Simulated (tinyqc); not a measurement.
Drifting, spreading and decaying minority pulse (Haynes-Shockley), backward Euler time steps: one step of the calculation.

Low injection in a uniform field: dn/dt = D d2n/dx2 - v dn/dx - n/tau with D = mu Vt and v = mu F towards +x. Exact solution on an infinite bar for a Gaussian start at x0: n = N0 exp(-t/tau) exp(-(x - x0 - v t)^2/(2 s^2))/sqrt(2 pi s^2), s^2 = s0^2 + 2 D t.

Task. Coefficients of the scheme. Exponentially fitted fluxes: d = F hx/Vt, B(d) = d/(exp(d) - 1), k = D dt/hx^2; (L n)_i = a n_(i-1) + b n_i + c n_(i+1) with a = k B(-d), c = k B(d), b = -a - c - dt/tau. Explicit steps keep n positive for dt up to 1/[(D/hx^2)(B(d) + B(-d)) + 1/tau].

Values chosen for this exercise; mobility close to that of gallium arsenide at room temperature:

| symbol | value | unit | meaning |
|---|---|---|---|
| T | 250 | K | temperature |
| mu | 405 | cm^2/(V s) | minority-carrier mobility |
| F | 6.2 | V/cm | sweep field along the drift |
| hx | 96 | um | mesh step |
| tau | 3.2e-5 | s | lifetime |
| dt | 3.9e-6 | s | time step |

Constants: q = 1.602176634e-19 C, kB = 1.380649e-23 J/K, Vt = kB T/q. Results are converted to the units shown.

Give: D; v; d; a; b; c; positivity limit of dt.

Result.

D = 8.7250 cm^2/s
v = 2511.0 cm/s
d = 2.7628
a = 1.0888
b = -1.2794
c = 0.068720
positivity limit of dt = 3.0483e-6 s

Program tinyqc, `OMP_NUM_THREADS=1 python tinyqc.py 2310047 2310048 out.jsonl`; Intel Xeon 2.30GHz, shared host, one thread, about 0.01 s.
